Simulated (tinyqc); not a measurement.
RHF in the sto-6g basis, for BeH+, spin multiplicity 1, step by step. One step of it, computed by the program tinyqc.

Problem. Iteration 3: DIIS coefficients. Solve [B -1; -1 0][c; lambda] = [0; -1] for the coefficients, which sum to one.

B (overlaps of the stored error matrices):
```
[[2.2939307e-01, 5.0215100e-02, 1.2619192e-02],
 [5.0215100e-02, 3.9344317e-02, 6.8537259e-03],
 [1.2619192e-02, 6.8537259e-03, 3.4297717e-03]]
```

Give: DIIS coefficients.

Solution.

DIIS coefficients: [-0.0308, -0.0815, 1.1124]
